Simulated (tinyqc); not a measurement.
Inside a calculation: valley splitting in a one-orbital chain of atomic planes (second-neighbour model). Values are carried at full precision from step to step, so a last printed digit may differ when a step is redone from the rounded ones.

Each (001) plane carries one orbital with energy e0, hopping v to the next plane and u to the second: E(phi) = e0 + 2 v cos(phi) + 2 u cos(2 phi), where phi = pi - k a/4 (the sign of every second orbital is chosen so that v > 0, which shifts the phase by pi). The minimum lies at cos(phi0) = -v/(4u), phi0 = pi - (pi/2) k0 for a valley at k0 (2 pi/a), and e0 puts it at zero. A slab of N planes has hard walls: the matrix simply ends.

Constants: hbar^2/2m0 = 3.80998211 eV angstrom^2.

Values chosen for the exercise (near those of the Delta valleys of silicon; abrupt walls in this chain split the valleys several times more than measured wells; shifted at random, so the results belong to these values and not to a real crystal): a = 5.436 angstrom (lattice constant; planes lie a/4 apart); k0 = 0.831 2 pi/a (position of the valley); ml = 0.924 m0 (longitudinal mass); N = 7 (planes in the small slab).

## Hoppings from the valley position and mass

The curvature at the minimum is d2E/dphi2 = 8 u sin^2(phi0) = (2c/ml)/(a/4)^2 with c = hbar^2/2m0; v = -4 u cos(phi0); e0 = 2u + v^2/(4u).

phi0 = 1.83626 rad
u = 0.59941 eV
v = 0.62904 eV
e0 = 1.36385 eV

## The bulk band

E at phi = j pi/10.

Band:

| phi/pi | E (eV) |
|---|---|
| 0.0 | 3.8207 |
| 0.1 | 3.5302 |
| 0.2 | 2.7521 |
| 0.3 | 1.7329 |
| 0.4 | 0.7828 |
| 0.5 | 0.1650 |
| 0.6 | 0.0052 |
| 0.7 | 0.2539 |
| 0.8 | 0.7165 |
| 0.9 | 1.1372 |
| 1.0 | 1.3046 |

## Hamiltonian of the slab

e0 on the diagonal, v and u on the first and second off-diagonals.

H (eV), lower triangle:
```
        1       2       3       4       5       6       7
1  1.3639
2  0.6290  1.3639
3  0.5994  0.6290  1.3639
4       0  0.5994  0.6290  1.3639
5       0       0  0.5994  0.6290  1.3639
6       0       0       0  0.5994  0.6290  1.3639
7       0       0       0       0  0.5994  0.6290  1.3639
```

## Levels and the valley doublet

Diagonalise H. The two lowest levels are the doublet made from the valleys at +k0 and -k0; give their splitting, the weights of the lowest state, and its parity under reversal of the planes.

levels (eV): 0.2181  0.3140  0.7356  1.0407  1.3673  2.4426  3.4287

splitting = 95.87 meV

weights on the planes: 0.103  0.160  0.037  0.399  0.037  0.160  0.103

parity of the lowest state: even

The mean of the doublet lies 0.2660 eV above the bulk minimum, and level 3 lies 0.4695 eV above that mean; the weights oscillate from plane to plane because the two valleys interfere.

## Checks

- Mean of the doublet for 400 planes against the effective-mass level with W = 402 a/4 (meV): 0.1363 against 0.1364.

(tinyqc, `OMP_NUM_THREADS=1 python tinyqc.py 1450711 1450712 out.jsonl`, Intel(R) Xeon(R) Processor @ 2.30GHz, 1 thread, shared host, about 0.02 s.)
